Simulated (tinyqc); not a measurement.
Three-band tight binding of a dichalcogenide monolayer, step by step. Values are carried at full precision from step to step, so a last printed digit may differ when a step is redone from the rounded ones.

Basis dz2, dxy, dx2-y2 on a triangular lattice, nearest neighbours; alpha = kx a/2, beta = sqrt3 ky a/2. h0 = e1 + 2 t0 (cos 2alpha + 2 cos alpha cos beta); h1 = -2 sqrt3 t2 sin alpha sin beta + 2i t1 (sin 2alpha + sin alpha cos beta); h2 = 2 t2 (cos 2alpha - cos alpha cos beta) + 2i sqrt3 t1 cos alpha sin beta; h11 = e2 + 2 t11 cos 2alpha + (t11 + 3 t22) cos alpha cos beta; h22 = e2 + 2 t22 cos 2alpha + (3 t11 + t22) cos alpha cos beta; h12 = sqrt3 (t22 - t11) sin alpha sin beta + 4i t12 sin alpha (cos alpha - cos beta) + i lam sz. H = [[h0, h1, h2], [., h11, h12], [., ., h22]], Hermitian; the lowest band of each spin is filled. K = (4 pi/3a, 0), M = (pi/a, pi/(sqrt3 a)).

Inputs chosen for the exercise (near a published set for monolayer MoTe2; shifted at random, so the results belong to these values and not to a real crystal): a = 3.556 angstrom (lattice constant); e1 = 0.602 eV (level of dz2); e2 = 1.969 eV (level of dxy and dx2-y2); t0 = -0.173 eV (hopping); t1 = 0.225 eV (hopping); t2 = 0.398 eV (hopping); t11 = 0.208 eV (hopping); t12 = 0.237 eV (hopping); t22 = 0.249 eV (hopping); lam = 0.109 eV (spin-orbit constant); sz = -1 (spin); k = (0.5, 0.31) 1/angstrom (wave vector).

## H at one k

Form alpha, beta and the matrix.

alpha, beta (rad): 0.88900  0.95467

H (eV), lower triangle (Hermitian):
```
                    z2              xy   x2-y2
z2              0.4212
xy     -0.8737-0.6423i          2.2312
x2-y2  -0.4536-0.4009i  0.0450+0.0705i  2.1845
```

## Levels and weights

Diagonalise H.

levels (eV): -0.2042  2.1477  2.8934

weights:
```
       band 1  band 2  band 3
z2      0.798   0.002   0.200
xy      0.155   0.245   0.600
x2-y2   0.048   0.753   0.200
```

## Closed forms at K and Gamma

Three-band model of dz2 (level e1) and dxy, dx2-y2 (level e2), spin sz = +/-1; t1 and t2 drop out at these points. At K: e2 - (3/2)(t11 + t22) - 3 sqrt3 t12 + lam sz (valence), e1 - 3 t0 (conduction), e2 - (3/2)(t11 + t22) + 3 sqrt3 t12 - lam sz. At Gamma: e1 + 6 t0 (valence) and e2 + 3 (t11 + t22) -/+ lam.

Levels (eV):

| point | band 1 | band 2 | band 3 |
|---|---|---|---|
| K, spin up | 0.1610 | 1.1210 | 2.4060 |
| K, spin down | -0.0570 | 1.1210 | 2.6240 |
| Gamma | -0.4360 | 3.2310 | 3.4490 |

smallest direct gap at K = 0.9600 eV
Ev(K) - Ev(Gamma) = 0.5970 eV

Of the two points, the valence band is higher at K, by 597 meV. The dz2 conduction state at K has no atomic orbital angular momentum (Lz = 0) and is not split at this order.

## Bands for both spins

The two lowest bands at the points named.

Levels (eV):

| k | v, up | c, up | v, down | c, down |
|---|---|---|---|---|
| G | -0.4360 | 3.2310 | -0.4360 | 3.2310 |
| G-K 0.25 | -0.3087 | 2.9431 | -0.3160 | 2.9330 |
| G-K 0.5 | -0.1716 | 2.4672 | -0.2239 | 2.3284 |
| G-K 0.6 | -0.1621 | 2.1809 | -0.2423 | 2.0487 |
| G-K 0.75 | -0.0961 | 1.6663 | -0.2251 | 1.5874 |
| G-K 0.9 | 0.0863 | 1.2338 | -0.1057 | 1.2109 |
| K | 0.1610 | 1.1210 | -0.0570 | 1.1210 |
| K-M 0.5 | -0.1393 | 1.3976 | -0.2613 | 1.3685 |
| M | -0.3561 | 1.4278 | -0.3561 | 1.4278 |
| M-G 0.5 | -0.2087 | 2.3677 | -0.2087 | 2.3677 |

The spins are degenerate from M to Gamma, since a vertical mirror plane holds this line and flips sz, and the valence splitting is largest at K (218 meV). The lowest conduction level listed is at K. With nearest neighbours alone the model is made for the neighbourhood of K.

## Checks

- Closed forms at K against the matrix: they agree to 1e-10 or better.

Program tinyqc; command `OMP_NUM_THREADS=1 python tinyqc.py 1482618 1482619 out.jsonl`; about 0.01 s on one thread of a shared Intel(R) Xeon(R) Processor @ 2.30GHz.
